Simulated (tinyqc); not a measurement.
# Frequency dispersion of an accumulation capacitance by border traps, distributed model, step by step

tinyqc, about 0.5 s, one thread, Intel Xeon 2.30GHz (shared host): `OMP_NUM_THREADS=1 python tinyqc.py 2202067 2202068 out.jsonl` Printed values are rounded.

Traps spread evenly through the insulator exchange electrons with the semiconductor by tunnelling, with tau(x) = t0 exp(2 ka x) at depth x from the interface. The admittance per area Y seen at depth x obeys dY/dx = -Y^2/(i w eps0 eox) + q Nb ln(1 + i w tau)/tau, with Y(0) = i w Cs and w = 2 pi f; the gate sees Y(tox) = G + i w C. Working variable y = Y/(i w), in uF/cm^2. Cox = eps0 eox/tox.

Parameters, values chosen for the exercise; permittivity close to that of zirconium oxide:
- eox = 21.1 (relative permittivity of the insulator)
- tox = 8.4 nm (insulator thickness)
- Cs = 6 uF/cm^2 (semiconductor capacitance in accumulation)
- Nb = 6.6e19 cm^-3 eV^-1 (density of border traps)
- ka = 5.1 1/nm (decay constant of the wave function in the insulator)
- t0 = 5e-9 s (time constant of a trap at the interface)
- f = 1000 Hz (frequency)
- xe = 1.5 nm (depth down to which the steps are taken)

Constants: q = 1.602176634e-19 C, eps0 = 8.8541878128e-14 F/cm where lengths are in cm. Results are converted to the units shown.

## Scales and lumped estimate

Cox; trap-free value 1/(1/Cox + 1/Cs); response depth d = ln(1/(w t0))/(2 ka), where w tau = 1; lumped estimate: all traps within d act as C_bt = q Nb d placed at d/2, so C = 1/{1/[1/(1/Cs + d/(2 eps0 eox)) + C_bt] + (tox - d/2)/(eps0 eox)}.

Cox = 2.22409 uF/cm^2
trap-free C = 1.62261 uF/cm^2
d = 1.01649 nm
C_bt = 1.07487 uF/cm^2
lumped C = 1.71569 uF/cm^2

The traps within reach amount to 0.179 Cs and lie in the first 12.1 % of the insulator.

## Midpoint steps through the active depth

In terms of y: dy/dx = -y^2/(eps0 eox) + s(x), s = q Nb ln(1 + z)/z, z = i w tau. 8 midpoint steps of h = xe/8: y_half = y + (h/2) y'(x, y), y(new) = y + h y'(x + h/2, y_half).

```
point   x (nm)  s (uF/(cm^2 nm))       y (uF/cm^2)
0            0  1.05744-0.00002i  6.00000+0.00000i
1       0.1875  1.05744-0.00011i  5.84672-0.00001i
2        0.375  1.05744-0.00076i  5.71035-0.00006i
3       0.5625  1.05740-0.00515i  5.58871-0.00042i
4         0.75  1.05591-0.03482i  5.47990-0.00283i
5       0.9375  0.99446-0.21538i  5.38053-0.01896i
6        1.125  0.43753-0.40508i  5.24234-0.08780i
7      1.31250  0.07860-0.15598i  5.01315-0.12746i
8          1.5  0.01193-0.03762i  4.77869-0.12893i
```

## Capacitance and conductance at the gate

y at xe = 4.77869-0.12893i uF/cm^2

Beyond xe the traps are ignored, so 1/y(tox) = 1/y(xe) + (tox - xe)/(eps0 eox); C = Re y, G/w = -Im y, loss tangent G/(w C).

y at the gate = 1.72861-0.01686i uF/cm^2
C = 1.72861 uF/cm^2
G/w = 0.0168596 uF/cm^2
loss tangent = 0.00975324

A fine integration over the whole insulator gives C = 1.7289 and G/w = 0.01736 uF/cm^2; the coarse G/w is 2.9 % below that. The fine C is 6.6 % above the trap-free value, and the lumped estimate is 0.76 % below the fine result.
